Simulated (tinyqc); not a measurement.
## Bandgap voltage reference from two bipolar transistors: effect of the offset of the amplifier

Two transistors of area 1 and N carry the same current I. Is(T) = Is (T/T0)^eta exp[(Vg0 q/kB)(1/T0 - 1/T)], VBE1 = Vt ln(I/Is(T)) + I rb, VBE2 = Vt ln(I/(N Is(T))) + I rb/N. The amplifier forces I R1(T) = VBE1 - VBE2 + Vos, with R(T) = R (1 + tc (T - T0)) for both resistors, and the output is Vref = VBE1 + I R2(T). Base currents and the Early effect are neglected.

Vt = kB T/q; I = (Vt ln N + Vos)/(R1(T) - rb (1 - 1/N)). Box coefficient: span of Vref between 233 and 398 K over its average over T and over 165 K. The last column is the R2 that gives zero slope at T0.

Parameters, values chosen for the exercise; values of the order met in silicon bipolar transistors:
- T0 = 298 K (reference temperature)
- Vg0 = 1.172 V (band-gap voltage extrapolated to 0 K)
- eta = 3.9 (temperature exponent of the saturation current)
- Is = 5.3e-17 A (saturation current of the unit transistor at T0)
- N = 8 (area ratio of the second transistor)
- R1 = 5.4 kohm (resistor across which the difference of VBE falls, at T0)
- tc = -100 ppm/K (temperature coefficient of both resistors)
- rb = 16 ohm (series resistance of the unit transistor)
- R2 = 60.15 kohm (output resistor at T0)

Constants: q = 1.602176634e-19 C, kB = 1.380649e-23 J/K. Results are converted to the units shown.

Result of one run:

| I at T0 (uA) | Vref at T0 (V) | slope at T0 (uV/K) | box coefficient (ppm/K) | R2 for zero slope (kohm) |
|---|---|---|---|---|
| 9.914 | 1.263 | 58.29 | 37.99 | 58.40 |

Which offset of the amplifier Vos gave this result: -5, -1, 0, 1 or 3 mV?

Vos = 0 mV.

The whole series:

| Vos (mV) | I at T0 (uA) | Vref at T0 (V) | slope at T0 (uV/K) | box coefficient (ppm/K) | R2 for zero slope (kohm) |
|---|---|---|---|---|---|
| -5 | 8.986 | 1.205 | 58.70 | 40.14 | 58.39 |
| -3 | 9.357 | 1.228 | 58.42 | 39.18 | 58.39 |
| -1 | 9.729 | 1.251 | 58.30 | 38.36 | 58.40 |
| 0 | 9.914 | 1.263 | 58.29 | 37.99 | 58.40 |
| 1 | 10.10 | 1.275 | 58.30 | 37.66 | 58.40 |
| 3 | 10.47 | 1.298 | 58.42 | 37.06 | 58.39 |
| 5 | 10.84 | 1.321 | 58.64 | 36.56 | 58.39 |

As Vos goes from -5 to 5, Vref rises from 1.205 to 1.321 V and the box coefficient falls from 40.1 to 36.6 ppm/K. Each mV of offset moves Vref by 11.7 mV, about R2/R1 = 11.1 plus the change of VBE1 with the current.

Numbers from tinyqc (`OMP_NUM_THREADS=1 python tinyqc.py 2062051 2062052 out.jsonl`; about 0.02 s on one thread of a shared Intel Xeon 2.30GHz).
